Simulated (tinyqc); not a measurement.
Hubbard chain of 3 sites, step by step. One step of it, computed by the program tinyqc.

Task: The many-body Hamiltonian. Basis: all placements (u, d, 2, 0 on each site), up operators ordered before down ones; hops carry the sign of the same-spin electrons passed.

one-body matrix (hopping and site energies) (eV), lower triangle:
```
           1          2         3
1   0.000000
2  -0.760000   0.000000
3   0.000000  -0.760000  0.000000
```

U = 5.900000 eV

electrons, up and down: 2  1

Give: H.

Result:

H (eV), lower triangle:
```
        2u0     u20     uud     20u     udu     u02     duu     02u
2u0   5.900
u20  -0.760   5.900
uud   0.000  -0.760   0.000
20u  -0.760   0.000   0.000   5.900
udu   0.000  -0.760   0.000  -0.760   0.000
u02   0.000   0.000  -0.760   0.000  -0.760   5.900
duu   0.000   0.000   0.000  -0.760   0.000   0.000   0.000
02u   0.000   0.000   0.000   0.000  -0.760   0.000  -0.760   5.900
0u2   0.000   0.000   0.000   0.000   0.000  -0.760   0.000  -0.760

       0u2
0u2  5.900
```
